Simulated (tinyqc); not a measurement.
Starting guesses with DIIS over 6 matrices: SCF starting guesses in the 3-21g basis, for H3, spin multiplicity 2. Computed by the program tinyqc with PySCF. UHF with one setting changed at a time; a run stops when the energy changes by less than 1e-09 hartree and the error matrix is below 1e-5. Starts: the lowest orbitals of the core Hamiltonian, of the Wolfsberg-Helmholz matrix (K = 1.75), projected atomic densities, random orbitals, and the highest orbitals of the core Hamiltonian (a deliberately bad start).

Geometry (angstrom):
```
atom       x       y        z
H     0.0000  0.0000   0.0000
H     0.0000  0.0000   0.7510
H     0.0000  0.0000  -0.7510
```

lowest solution found by these runs and by PySCF with stability checks = -1.563736 hartree

Largest element of the error matrix X^T (FDS - SDF) X:
```
iteration     core  Wolfsberg-Helmholz  atomic densities   random  highest core orbitals
1          1.8e-01             2.2e-01           1.7e-01  4.5e-01                1.3e-01
2          2.1e-02             4.4e-02           4.0e-02  1.9e-01                5.2e-02
3          4.8e-03             6.7e-03           1.3e-02  7.1e-02                1.7e-02
4          1.2e-03             1.5e-03           3.9e-03  1.7e-02                3.5e-03
5          9.5e-05             2.2e-04           9.5e-04  3.1e-03                5.5e-04
6          1.2e-05             2.7e-05           5.2e-05  4.3e-04                1.1e-04
8          8.5e-08             2.7e-07           3.7e-07  3.0e-05                7.9e-07
10               -                   -                 -  1.6e-06                      -
```

How each run ends:
```
run                    iterations  E (hartree)         state
core                            8     -1.56374  lowest found
Wolfsberg-Helmholz              8     -1.56374  lowest found
atomic densities                8     -1.56374  lowest found
random                         10     -1.56374  lowest found
highest core orbitals           9     -1.56374  lowest found
```

What does the comparison show, and why?

5 of 5 runs reach the lowest solution found, in 8 to 10 iterations (fastest: core, Wolfsberg-Helmholz, atomic densities). The first errors are 2e-01, 2e-01, 2e-01, 5e-01, 1e-01; the deliberately bad start has the smallest one, so a small first error does not mark a good start.
